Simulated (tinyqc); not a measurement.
What each parameter does: six-band k.p model of the valence band of a wurtzite crystal.

At k = 0: E1 = D1c + D2c + Te + Le (pure HH); E2, E3 = Le + u +/- sqrt(u^2 + 2 D3c^2), u = (D1c - D2c + Te)/2, D1c = Dcr, D2c = D3c = Dso/3. The weight of LH in state 2 is fL = (E2 - Le)^2/((E2 - Le)^2 + 2 D3c^2). Relative strengths of transitions to the conduction band: for E perpendicular to c (TE) 1/2, fL/2, (1 - fL)/2; for E along c (TM) 0, 1 - fL, fL, with one momentum element for both directions.

Strain of a c-plane layer: exx = eyy = e_par, ezz = -2 (C13/C33) e_par; Le = D1 ezz + D2 (exx + eyy), Te = D3 ezz + D4 (exx + eyy).

Conduction edge: Ec = (top of the unstrained valence band) + Eg + (a1 + D1) ezz + (a2 + D2)(exx + eyy).

Parameters, chosen for this exercise (near those of GaN; not measured data):
```
symbol  value    unit  meaning
Dcr     0.0176   eV    crystal-field splitting
Dso     0.0176   eV    spin-orbit splitting
Eg      3.51     eV    direct gap at Gamma from the top of the unstrained valence band
a1      -4.96    eV    gap potential along c
a2      -10.92   eV    gap potential in the plane
D1      -3.87    eV
D2      4.38     eV
D3      8.36     eV
D4      -3.99    eV
C13     105      GPa
C33     389      GPa
e_par   -0.0218        exx = eyy of a c-plane layer
```

Splittings at k = 0 under the strain, fL and the lowest transition.

Results for these values:
```
case  E1 - E2 (meV)  E1 - E3 (meV)      fL  lowest transition (eV)
base          11.49         296.06  0.9991                  3.6554
```

What happens to each result for D4 = -3.192 eV, all else kept?

Answer: E1 - E2 falls from 11.49 to 11.46; E1 - E3 falls from 296.06 to 261.30; fL falls from 0.9991 to 0.9989; lowest transition rises from 3.6554 to 3.6902.

The same for each parameter in turn:
```
case              E1 - E2 (meV)  E1 - E3 (meV)      fL  lowest transition (eV)
base                      11.49         296.06  0.9991                  3.6554
Dcr = 0.01408 eV          11.49         292.54  0.9991                  3.6554
a2 = -8.736 eV            11.49         296.06  0.9991                  3.5602
D4 = -3.192 eV            11.46         261.30  0.9989                  3.6902
D2 = 5.256 eV             11.49         296.06  0.9991                  3.6554
D1 = -3.096 eV            11.49         296.06  0.9991                  3.6554
e_par = -0.01744          11.43         241.65  0.9987                  3.6263
D3 = 10.032 eV            11.51         315.72  0.9993                  3.6357
C33 = 466.8 GPa           11.48         279.68  0.9990                  3.6815
```

D1 and D2 shift all valence edges and the conduction edge alike, so they drop out of splittings and transitions.

(tinyqc, `OMP_NUM_THREADS=1 python tinyqc.py 1080040 1080041 out.jsonl`, Intel(R) Xeon(R) Processor @ 2.30GHz, 1 thread, shared host, about 0.01 s.)
